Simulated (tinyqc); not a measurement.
Inside a calculation. Model: two-sublattice mean-field magnet: ferrimagnet, compensation points and susceptibility. Computed by tinyqc, a small Python program that keeps every step. Command: `OMP_NUM_THREADS=1 python tinyqc.py 3019494 3019495 out.jsonl ferri walk`. One thread of a shared host (Intel(R) Xeon(R) Processor @ 2.30GHz), about 0.01 s of CPU time with the checks. Intermediate numbers are printed to about 6 digits and carried at full precision; extremes and crossings named in words are read from the listed rows.

A random alloy A(1-x)B(x) with H = -sum over pairs J S_i.S_j. a = <S_A> and b = <S_B> are taken along z, a > 0. Exchange fields: h_A = (1 - x) zJ_AA a + x zJ_AB b, h_B = (1 - x) zJ_AB a + x zJ_BB b; a = S_A B_(S_A)(S_A h_A/(k_B T)) and likewise for b, with the Brillouin function B_S(y) = [(2S + 1)/(2S)] coth[(2S + 1) y/(2S)] - [1/(2S)] coth[y/(2S)].

Inputs (values chosen for the exercise, for a model ferrimagnet): spin S_A = 2.5; spin S_B = 3.5; g factor g_A = 2.1; g factor g_B = 2; fraction x of B sites = 0.44; z J_AA = 8.36 meV; z J_BB = 0.14 meV; z J_AB = -1.6 meV; T over T_c = 0.55; largest number of steps = 3000.

Constants: k_B = 8.617333262e-05 eV/K.

## Ordering temperature

Linearised, T (a, b) = M (a, b) with M_ij = S_i (S_i + 1) c_j zJ_ij/(3 k_B), c_A = 1 - x, c_B = x. T_c is the larger eigenvalue, and its eigenvector gives b/a at onset, (T_c - M_AA)/M_AB.

M (K), rows A, B:
$$\begin{pmatrix}
158.456 & -23.828 \\
-54.588 & 3.753
\end{pmatrix}$$

eigenvalues (K): [-4.242, 166.450]

T_c = 166.450 K

b/a at onset = -0.335516

T = 91.5478 K

The antiferromagnetic A-B coupling raises T_c by 8 K over that of A alone.

## First step

Start from a = S_A, b = -S_B and apply the equations once.

h_A = 14.168 meV

h_B = -2.4556 meV

new a = 2.30112

new b = -1.48457

## Self-consistent moments

Repeat from a = S_A, b = -S_B until a and b change by less than 1e-10.

Iteration:
```
step        a         b  largest change
1     2.50000  -3.50000     2.01543e+00
2     2.30112  -1.48457     1.55530e-01
3     2.21281  -1.32905     4.74652e-02
4     2.18725  -1.28158     1.39722e-02
5     2.17926  -1.26761     4.35381e-03
6     2.17674  -1.26325     1.37069e-03
...       ...       ...             ...
16    2.17558  -1.26125     1.38509e-08
17    2.17558  -1.26125     4.38575e-09
18    2.17558  -1.26125     1.38870e-09
19    2.17558  -1.26125     4.39718e-10
20    2.17558  -1.26125     1.39232e-10
21    2.17558  -1.26125     4.40874e-11
```

a = 2.17558

b = -1.26125

last change = 4.40874e-11

a is at 87 % and b at 36 % of saturation: the B spins feel the weaker field per spin and lose their order faster.

## Net moment and spin

Net moment m = (1 - x) g_A a + x g_B b in mu_B per site; net spin s = (1 - x) a + x b. At T = 0, a = S_A and b = -S_B. Effective g = m/s.

net moment m = 1.44858 mu_B

net spin s = 0.663373

m at T = 0 = -0.14 mu_B

effective g = 2.18366

A dominates at T, the other sublattice at T = 0: a compensation point lies between.

## Compensation temperatures

Net moment m = (1 - x) g_A a + x g_B b in mu_B per site; net spin s = (1 - x) a + x b. T_M: m = 0; T_A: s = 0; searched between 0.02 and 0.97 T_c, and given as 0 if there is no change of sign.

magnetic compensation T_M = 14.2924 K

angular-momentum compensation T_A = 19.9013 K

T_A lies 5.6 K above T_M, because g_A > g_B.

## Moments against temperature

The formulas are those given above.

Sublattices:
```
T/T_c    T (K)     a/S_A    -b/S_B  m (mu_B)
0.05     8.323  1.000000  0.990348  -0.11027
0.15    24.968  0.999351  0.863325   0.27905
0.30    49.935  0.979627  0.632945   0.93063
0.45    74.903  0.925451  0.451616   1.32985
0.60    99.870  0.836056  0.321148   1.46887
0.72   119.844  0.730915  0.238443   1.41449
0.84   139.818  0.576311  0.162963   1.19243
0.92   153.134  0.418680  0.108644   0.89630
0.97   161.457  0.260638  0.064309   0.56820
```

At 0.45 T_c A keeps 0.93 and B 0.45 of saturation. m changes sign once (Neel type N).

## Susceptibility above T_c

With a field B, T (a, b) = M (a, b) + (mu_B B/(3 k_B)) (g_A S_A (S_A + 1), g_B S_B (S_B + 1)). chi = m/B per site; C = mu_B [(1 - x) g_A^2 S_A (S_A + 1) + x g_B^2 S_B (S_B + 1)]/(3 k_B); the table gives C/chi, which tends to T - theta.

Inverse susceptibility:
```
T (K)    C/chi (K)  T - C/chi (K)
169.78       13.38        156.402
183.10       55.07        128.024
208.06      108.28         99.781
249.68      171.53         78.149
332.90      271.85         61.048
499.35      449.60         49.748
832.25      789.11         43.138
1664.50    1625.37         39.132
```

T - C/chi sinks from 156 K just above T_c to 39 K at 10 T_c, on its way to the asymptotic theta. The curve of 1/chi is a hyperbola that bends down to zero at T_c = 166 K, so a Curie-Weiss line fitted at high T misses T_c.

Checks made by the program: the fixed point (relative difference below 1e-10).
